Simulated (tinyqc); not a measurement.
Carrier lifetime of an n-type layer with SRH, radiative, Auger and surface recombination: two steps of the calculation.

Uniform excess density dn = dp (no trapping), n = n0 + dn, p = p0 + dn, Boltzmann statistics, full ionisation. Surfaces enter as a rate 2 S dn/d, which holds while diffusion to them is fast.

Inputs (values chosen for the exercise); band and dielectric values close to those of silicon: temperature T = 300 K; band gap Eg = 1.11 eV; conduction-band density of states at T Nc = 2.78e19 cm^-3; valence-band density of states at T Nv = 2.66e19 cm^-3; radiative coefficient B = 4.66e-15 cm^3/s; donor density N = 8.1e15 cm^-3; Auger coefficient (two electrons) Cn = 4.7e-31 cm^6/s; Auger coefficient (two holes) Cp = 5.5e-32 cm^6/s; trap density Nt = 4.3e12 cm^-3; capture cross-section for electrons sn = 2e-17 cm^2; capture cross-section for holes sp = 4e-16 cm^2; thermal velocity (both carriers) vth = 1.5e7 cm/s; trap level below the conduction band Et = 0.9 eV; surface recombination velocity (both faces) S = 3 cm/s; sample thickness d = 2 um; generation rate G = 2.7e18 cm^-3 s^-1.

Constants: q = 1.602176634e-19 C, kB = 1.380649e-23 J/K, Vt = kB T/q. Results are converted to the units shown.

Problem 1. Equilibrium densities and SRH constants. ni = sqrt(Nc Nv) exp(-Eg/(2 Vt)), Eg in volts; majority density N/2 + sqrt(N^2/4 + ni^2), n0 p0 = ni^2; n1 = Nc exp(-Et/Vt), p1 = Nv exp((Et - Eg)/Vt); tn0 = 1/(sn vth Nt), tp0 = 1/(sp vth Nt).

Give: ni; n0; p0; n1; p1; tn0; tp0.

Solution 1.

ni = 1.291e10 cm^-3
n0 = 8.100e15 cm^-3
p0 = 2.057e4 cm^-3
n1 = 2.112e4 cm^-3
p1 = 7.889e15 cm^-3
tn0 = 7.752e-4 s
tp0 = 3.876e-5 s

Problem 2. New dn. With e = n p - ni^2 = dn (n0 + p0 + dn): U_SRH = e/(tp0 (n + n1) + tn0 (p + p1)), U_rad = B e, U_Aug = (Cn n + Cp p) e, U_s = 2 S dn/d. Substitution: tau = dn/U with U the sum, dn(new) = G tau.

dn after iteration 1 = 8.6125499e13 cm^-3
n0 = 8.1e15 cm^-3
p0 = 20571.318 cm^-3
n1 = 21120.794 cm^-3
p1 = 7.8892716e15 cm^-3
tn0 = 7.7519380e-4 s
tp0 = 3.8759690e-5 s

Wanted: U_SRH; U_rad; U_Aug; U_s; tau; dn after iteration 2.

Solution 2.

U_SRH = 1.0847e17 cm^-3 s^-1
U_rad = 3.2855e15 cm^-3 s^-1
U_Aug = 2.7159e15 cm^-3 s^-1
U_s = 2.5838e18 cm^-3 s^-1
tau = 3.1919e-5 s
dn after iteration 2 = 8.6182e13 cm^-3

Numbers from tinyqc (`OMP_NUM_THREADS=1 python tinyqc.py 2300042 2300043 out.jsonl`; about 0.01 s on one thread of a shared Intel Xeon 2.30GHz).
